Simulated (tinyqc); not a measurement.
Convergence with the size of the ring: vibrations of a mass or spring defect in a linear chain. Computed by tinyqc, a small Python program. Command: `OMP_NUM_THREADS=1 python tinyqc.py 3030870 3030871 out.jsonl localmode walk`. One thread of a shared host (Intel(R) Xeon(R) Processor @ 2.30GHz), about 0.01 s of CPU time with the checks.

A ring of N atoms with nearest-neighbour springs k and motion along the chain. Atom 1 is the defect, of mass M', and its two springs are k'. All other atoms have the mass M.

Inputs (values chosen for the exercise, for a model chain):

| quantity | value | unit |
|---|---|---|
| spring constant k | 5.45 | eV/angstrom^2 |
| host mass M | 78.9 | u |
| defect mass M' | 11.7 | u |
| spring ratio k'/k at the defect | 0.94 | - |

Host: monatomic.

Constants: nu for 1 eV/(angstrom^2 u) = 15.6333042 THz.

Method:
- Host band: lambda from 0 to 4k/M.
- nu = 15.6333042 THz x sqrt(lambda), lambda in eV/(angstrom^2 u).
- D_ii = (sum of the two springs at i)/M_i, D_ij = -k_ij/sqrt(M_i M_j) for neighbours, closed into a ring.
- The same matrix for 120 atoms; amplitudes are the mass-weighted eigenvector, in size, relative to the defect, for the highest mode; its weight is the squared component of the normalised eigenvector on the defect.

band edges (THz): 0.00000  8.21752

ratio to the top of the host band = 1.85060

highest frequency, long ring = 15.2073 THz

weight of the highest mode on the defect = 0.919019

Highest mode:

| N | frequency (THz) | weight on the defect | modes outside the bands |
|---|---|---|---|
| 4 | 15.211 | 0.91748 | 1 |
| 6 | 15.207 | 0.91900 | 1 |
| 8 | 15.207 | 0.91902 | 1 |
| 12 | 15.207 | 0.91902 | 1 |
| 20 | 15.207 | 0.91902 | 1 |
| 40 | 15.207 | 0.91902 | 1 |
| 80 | 15.207 | 0.91902 | 1 |
| 120 | 15.207 | 0.91902 | 1 |

What does the comparison show, and why?

The local mode is within 0.01 % of its final value from N = 6 on, and its weight on the defect settles at 0.919: a bound mode needs only a cell larger than its decay length.

Extremes, crossings and ranges named in words are read from the listed rows.
